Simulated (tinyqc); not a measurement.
Inside a calculation. Model: finite-difference solution of the diffusion equation on a small grid. Computed by tinyqc, a small Python program that keeps every step. Command: `OMP_NUM_THREADS=1 python tinyqc.py 3014360 3014361 out.jsonl fdiff walk`. One thread of a shared host (Intel(R) Xeon(R) Processor @ 2.30GHz), about 0.01 s of CPU time with the checks. Intermediate numbers are printed to about 6 digits and carried at full precision; extremes and crossings named in words are read from the listed rows.

dC/dt = D d2C/dx2 on nodes x_j = j dx, j = 0..9; the far end is sealed.

Inputs (values chosen for the exercise): diffusivity D = 0.075 nm^2/s; grid spacing dx = 50 nm; time step dt = 31000 s; final time t_f = 310000 s.

Boundary at x = 0: sealed surface. Scheme: implicit.

start values C_j, j = 0, 1, ... (% of a reference): [6.23, 32.8, 61.4, 100, 78.3, 29.8, 12, 0, 0, 0]

## Mesh ratio and operator

The operator M acts as (M C)_j = C_(j-1) - 2 C_j + C_(j+1); at the sealed far end a mirror node gives 2 C_(N-2) - 2 C_(N-1); at j = 0, a mirror node gives 2 C_1 - 2 C_0. r = D dt/dx^2.

mesh ratio r = 0.93

operator M, rows 0, 1, 2, 3, 4, 5, 6, 7, 8, 9:
```
[[-2, 2, 0, 0, 0, 0, 0, 0, 0, 0],
 [1, -2, 1, 0, 0, 0, 0, 0, 0, 0],
 [0, 1, -2, 1, 0, 0, 0, 0, 0, 0],
 [0, 0, 1, -2, 1, 0, 0, 0, 0, 0],
 [0, 0, 0, 1, -2, 1, 0, 0, 0, 0],
 [0, 0, 0, 0, 1, -2, 1, 0, 0, 0],
 [0, 0, 0, 0, 0, 1, -2, 1, 0, 0],
 [0, 0, 0, 0, 0, 0, 1, -2, 1, 0],
 [0, 0, 0, 0, 0, 0, 0, 1, -2, 1],
 [0, 0, 0, 0, 0, 0, 0, 0, 2, -2]]
```

## Amplification factors

The mode of M with eigenvalue mu has its amplitude multiplied per step by g = (1 + (1 - theta) r mu)/(1 - theta r mu), with theta = 0 explicit, 1 implicit, 1/2 Crank-Nicolson; the explicit scheme is stable for r up to 2/|mu_min|.

eigenvalues mu of M: [-4.00000, -3.87939, -3.53209, -3.00000, -2.34730, -1.65270, -1.00000, -0.46791, -0.12061, 0.00000]

factors g: [0.21186, 0.21702, 0.23338, 0.26385, 0.31417, 0.39416, 0.51813, 0.69679, 0.89914, 1.00000]

largest stable r of the explicit scheme = 0.5

The smallest factor is 0.212: no mode changes sign, and all decay but one with mu = 0 where there is such a mode.

## Time step 1

C at the start (%): [6.23, 32.80, 61.40, 100.00, 78.30, 29.80, 12.00, 0.00, 0.00, 0.00]

With r = D dt/dx^2: (1 - theta r M) C(new) = (1 + (1 - theta) r M) C(old); theta = 0 explicit, 1 implicit, 1/2 Crank-Nicolson.

C after step 1 (%): [27.9587, 39.6407, 58.6784, 74.7897, 63.7932, 37.1981, 18.5579, 6.9691, 2.8739, 1.8691]

## Time step 2

The formulas are those given above.

C after step 2 (%): [38.5943, 44.3124, 55.0537, 61.8974, 54.8784, 38.2736, 22.8253, 11.9655, 6.4783, 4.8667]

## All steps

The run takes n = round(t_f/dt) steps of length t_f/n. The dose is the trapezoidal sum of C dx; the error is the largest difference from exp(M D t/dx^2) C(0), the exact time evolution on the same grid.

Course of the run:
```
step   t (s)      C_1      C_5  dose (% nm)  largest error
1      31000  39.6407  37.1981     15870.75        5.91562
2      62000  44.3124  38.2736     15870.75        4.88090
3      93000  46.7433  37.6006     15870.75        3.67244
4     124000  47.7046  36.6166     15870.75        2.52177
5     155000  47.7991  35.7511     15870.75        1.71596
6     186000  47.4062  35.1008     15870.75        1.31262
7     217000  46.7528  34.6546     15870.75        1.18906
8     248000  45.9736  34.3726     15870.75        1.11045
9     279000  45.1485  34.2128     15870.75        1.01437
10    310000  44.3245  34.1396     15870.75        0.91877
```

C at the end (%): [44.7560, 44.3245, 43.0069, 40.7815, 37.7335, 34.1396, 30.4671, 27.2835, 25.1220, 24.3569]

largest error at t_f = 0.918775 %

final dose = 15870.75 % nm

final C_5 = 34.1396 %

The time-step error at the end is 0.92 on a scale of 44.8. Both ends are sealed, so the dose is conserved exactly, whatever the step.

## The three schemes as the step is halved

Each run reaches t_f in n equal steps; errors are the largest difference from exp(M D t_f/dx^2) C(0). A dash marks unstable explicit runs.

Largest error at t_f (%):
```
steps n        r  explicit  implicit  Crank-Nicolson
4        2.32500         -   2.20953     1.05449e+00
8        1.16250         -   1.14376     5.13173e-02
16       0.58125         -   0.57620     1.29290e-02
32       0.29063  0.284885   0.28803     3.22626e-03
64       0.14531  0.143039   0.14382     8.06178e-04
128      0.07266  0.071643   0.07184     2.01520e-04
256      0.03633  0.035849   0.03590     5.03785e-05
```

From the last two rows, halving the step divides the error by 2.00 (explicit), 2.00 (implicit), 4.00 (Crank-Nicolson): a factor 2 marks first order in dt and 4 second order. The explicit scheme needs n of at least 19 to be stable; the other two are stable at any step.

Checks made by the program: matrix exponential against 4096 Crank-Nicolson steps (relative difference 4e-09).
